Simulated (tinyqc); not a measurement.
What each parameter does: temperature and isotope dependence of a band gap in oscillator models.

E(T) = E0 - sum_i sl_i th_i n_i(T), n = 1/(exp(th/T) - 1). The same coupling lowers the gap at 0 K by the zero-point term ZP = sum_i sl_i th_i/2, so the gap of the static lattice is E0 + ZP. Thermal expansion is taken as part of the slopes.

Inputs chosen for the exercise (near those of InP; not measured data): E0 = 1.428 eV (gap at 0 K); th = (114, 370) K (temperatures of two oscillators); sl = (0.0627, 0.3293) meV/K (their high-temperature slopes); T = 300 K (temperature).

Gap at T, slope -sum sl_i (th_i/T)^2 n_i (1 + n_i) and ZP.

One parameter was then changed.

Results before and after:
```
case     E(T) (eV)  dE/dT (meV/K)  ZP (meV)
base        1.3625        -0.3525     64.49
changed     1.3482        -0.3608     64.49
```

Which of these changes was made? (a) E0 = 1.438 eV; (b) th = (114, 444) K; (c) T = 340 K; (d) sl = (0.0815, 0.3293) meV/K.

Answer: (c) T = 340 K. Of the candidates, run in turn, only this one gives the changed row.

All candidates:
```
case                         E(T) (eV)  dE/dT (meV/K)  ZP (meV)
base                            1.3625        -0.3525     64.49
T = 340 K                       1.3482        -0.3608     64.49
E0 = 1.438 eV                   1.3725        -0.3525     64.49
th = (114, 444) K               1.3694        -0.3372     76.68
sl = (0.0815, 0.3293) meV/K     1.3578        -0.3711     65.57
```

(tinyqc, `OMP_NUM_THREADS=1 python tinyqc.py 1850604 1850605 out.jsonl`, Intel(R) Xeon(R) Processor @ 2.30GHz, 1 thread, shared host, about 0.01 s.)
